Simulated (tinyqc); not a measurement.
Resonant-tunnelling diode, transfer matrices and Tsu-Esaki current: two steps of the calculation.

Emitter (band edge 0), barrier d1, well Lw, barrier d2, collector (edge -V). The bias drops linearly over these layers and none in the contacts; each layer is cut into ns equal slices, flat at the value of their centres. E is the energy of motion across the layers, C = hbar^2/(2 m0), psi and psi'/m are continuous. Transport is coherent, T(E) is taken as independent of the transverse momentum, and charge in the well is ignored.

Parameters, values chosen for the exercise; masses and offsets of a made-up heterostructure:
- mw = 0.26 m0 (mass in the well, spacer and contacts)
- ns = 2 (slices in each layer)
- V = 0.21 V (bias of the collector)
- E = 0.0833 eV (trial energy)

Constants: q = 1.602176634e-19 C, hbar = 1.054571817e-34 J s, m0 = 9.1093837015e-31 kg, hbar^2/(2 m0) = 0.0380998212 eV nm^2. Results are converted to the units shown.

Problem 1. Running product of the slice matrices at the trial energy. For the pair (psi, psi'/m) a flat layer has M = [[cos kd, (m/k) sin kd], [-(k/m) sin kd, cos kd]] with k = sqrt(m (E - U)/C) above its edge U, and M = [[cosh Kd, (m/K) sinh Kd], [(K/m) sinh Kd, cosh Kd]] with K = sqrt(m (U - E)/C) below it. Later slices stand to the left. With M acting on (psi, psi'/m) and v = k/m in each lead, T(E) = 4 vL vR/[(vL vR M12 - M21)^2 + (vR M11 + vL M22)^2]. vL = sqrt(mw E/C)/mw, vR = sqrt(mw (E + V)/C)/mw.

```
slice,U (eV),m (m0),width (nm)
0,0.98727273,0.49,0.4
1,0.96181818,0.49,0.4
2,-0.07795455,0.26,0.85
3,-0.13204545,0.26,0.85
4,0.82818182,0.49,0.4
5,0.80272727,0.49,0.4
```

Wanted: Product after each layer; T(E).

Solution 1.

Product after each layer:
```
,M11,M12 (nm),M21 (1/nm),M22
barrier d1,7.5830,1.0811,51.608,7.4897
well,9.1544,1.3335,-54.408,-7.8160
barrier d2,3.8678,0.66420,14.484,2.7459
```

T(E) = 0.073603

Problem 2. Breit-Wigner parameters from a parabola through 1/T(E). Near a resonance 1/T(E) = (1/Tp) [1 + (2 (E - Er)/G)^2]. With y = 1/T(E) at E0 - h, E0, E0 + h: a = (y1 + y3 - 2 y2)/(2 h^2), b = (y3 - y1)/(2 h), Er = E0 - b/(2 a), 1/Tp = y2 - b^2/(4 a), G = 2 sqrt(1/(Tp a)), tau = hbar/G.

three energies (eV): [0.085675, 0.087075, 0.088475]
T(E) at these energies: [0.33069888, 0.76706458, 0.37594100]

Wanted: Er; Tp; G; tau.

Solution 2.

Er = 0.087158 eV
Tp = 0.77024
G = 2.5723 meV
tau = 255.88 fs

The true maximum of T(E) lies at 0.087142 eV with height 0.7691 and full width 2.579 meV; the fitted G is 0.26 % below that width.

tinyqc, about 0.2 s, one thread, Intel Xeon 2.30GHz (shared host): `OMP_NUM_THREADS=1 python tinyqc.py 2600109 2600110 out.jsonl`
